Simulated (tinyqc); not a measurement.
Charge control and current of a heterostructure field-effect transistor: one step, computed by the program tinyqc.

Two subbands in a triangular well; E_F is counted from the conduction band edge of the channel at the interface.

Problem. Levels and gate capacitance. Charge control: n_s = C_b (V_G - V_T - E_F/e)/e. Well: mean field F = e n_s/(2 eps eps_0), E_i = (hbar^2/2m)^(1/3) [(3 pi e F/2)(i + 3/4)]^(2/3), i = 0, 1; n_s = D k_B T sum_i ln(1 + exp((E_F - E_i)/k_B T)), D = m/(pi hbar^2), which is solved in closed form for E_F. C_g = e dn_s/dV_G = 1/(1/C_b + 1/C_q), 1/C_q = d(E_F/e)/d(e n_s) by a central difference of +/- 0.1 % in n_s; added distance dd = eps eps_0/C_q.

Inputs (values chosen for the exercise, modelled on AlGaN/GaN):
```
quantity,value,unit
channel mass m,0.19,m_0
permittivity eps (barrier and channel),9.25,-
conduction band offset dE_c,0.48,eV
temperature T,400,K
```

Charge source: polarisation. Velocity law: smooth.

sheet density n_s = 1.593459e+13 1/cm^2

barrier capacitance C_b = 0.2730041 microfarad/cm^2

Constants: k_B = 8.617333262e-05 eV/K; e = 1.602176634e-19 C; eps_0 = 8.8541878128e-12 F/m; hbar = 1.054571817e-34 J s; m_0 = 9.1093837015e-31 kg; k_B = 1.380649e-23 J/K.

Give: E_0; E_1; E_F; share in the second subband; gate capacitance C_g; added distance dd.

Solution.

E_0 = 393.3 meV

E_1 = 691.9 meV

E_F = 592.1 meV

share in the second subband = 0.9236 %

gate capacitance C_g = 0.2601 microfarad/cm^2

added distance dd = 1.487 nm

C_g is 95 % of C_b: the finite density of states and the rise of E_0 act as 1.5 nm of extra barrier. Caution: E_F lies above the conduction band minimum of the barrier, so electrons would spill into the barrier.
